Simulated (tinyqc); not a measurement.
Microkinetic model of a Langmuir-Hinshelwood surface reaction A + (1/2) B2 = AB with Bronsted-Evans-Polanyi barriers: one step, computed by the program tinyqc. Command: `OMP_NUM_THREADS=1 python tinyqc.py 3023909 3023910 out.jsonl microkin walk`. One thread of a shared host (Intel(R) Xeon(R) Processor @ 2.30GHz), about 0.01 s of CPU time with the checks.

A adsorbs in equilibrium; B2 dissociates irreversibly on two free sites; adsorbed A and B react irreversibly and AB leaves at once. theta_A + theta_B + theta_* = 1.

Question. Orders and rate control. From r = 2 k1 p_B theta_*^2: order in p_B and degree of control of step 1 = 1 - 2 theta_B; control of step 2 = 2 theta_B; order in p_A = 2 (theta_B - theta_A). Apparent energy = (E1 + k_B T)(1 - 2 theta_B) + (E2 + k_B T) 2 theta_B + E_A x order in p_A.

Inputs (values chosen for the exercise, for a model catalyst): adsorption energy of A, E_A = -1.06 eV; temperature T = 625 K.

theta_B = 0.9997944

theta_A = 1.693212e-06

barrier E1 = 0 eV

barrier E2 = 1.5312 eV

Constants: k_B = 8.617333262e-05 eV/K.

Give: order in p_B, X1; X2; order in p_A; apparent activation energy.

Answer.

order in p_B, X1 = -0.9996

X2 = 2.000

order in p_A = 2.000

apparent activation energy = 0.9961 eV

Caution: the linear relation gives a negative E1, which is set to zero: dissociation is not activated.
